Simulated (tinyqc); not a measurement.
Temperature and segregation coefficient: dopant redistribution at a moving silicon-oxide interface during parabolic oxidation. Computed by tinyqc, a small Python program. Command: `OMP_NUM_THREADS=1 python tinyqc.py 3007311 3007312 out.jsonl segox walk`. One thread of a shared host (Intel(R) Xeon(R) Processor @ 2.30GHz), about 0.01 s of CPU time with the checks.

Uniformly doped silicon is oxidised with x_ox = sqrt(B t); the interface advances into the silicon by alpha x_ox, alpha = 0.44. The dopant does not move in the oxide, and at the interface C(silicon) = m C(oxide).

Inputs (values chosen for the exercise, modelled on boron in silicon under steam):
```
quantity,value,unit
dopant prefactor D0,0.813,cm^2/s
dopant activation energy E,3.47,eV
oxidation prefactor B0,350,um^2/h
oxidation activation energy E_B,0.772,eV
segregation coefficient m = C(silicon)/C(oxide),0.2,-
```

Constants: k_B = 8.617333262e-05 eV/K.

Method:
- D = D0 exp(-E/(k_B T)), converted with 1 cm^2/s = 3.6e11 um^2/h; B = B0 exp(-E_B/(k_B T)); s = alpha sqrt(B/(4 D)), the interface advance over 2 sqrt(D t).
- Temperatures in kelvin are T(C) + 273.15.
- With the dopant diffusivity D and s = alpha x_ox/(2 sqrt(D t)), in the silicon C = C_B + (C_s - C_B) erfc(y/(2 sqrt(D t)))/erfc(s), y from the original surface. Dopant balance at the interface gives C_s/C_B = 1/[1 + (1/(m alpha) - 1) g], g = sqrt(pi) s exp(s^2) erfc(s).

C_s/C_B:
```
T (C),s,this m,m = 0.2,m = 1/alpha,m = 10
850,8.5994,0.08854,0.08854,1,4.3030
900,4.7477,0.08971,0.08971,1,4.1087
950,2.7516,0.09274,0.09274,1,3.6964
1000,1.6645,0.09932,0.09932,1,3.0879
1050,1.0459,0.11136,0.11136,1,2.4692
1100,0.6798,0.13042,0.13042,1,1.9887
1150,0.4555,0.15752,0.15752,1,1.6633
1200,0.3136,0.19313,0.19313,1,1.4525
```

s falls from 8.60 to 0.314 as T rises, because diffusion has the larger activation energy (3.47 against 0.772 eV); the ratio for this m moves from 0.089 to 0.193, towards 1. At m = 1/alpha the oxide takes exactly what the silicon held, and nothing moves. The ratio does not depend on time, since both lengths grow as sqrt(t).
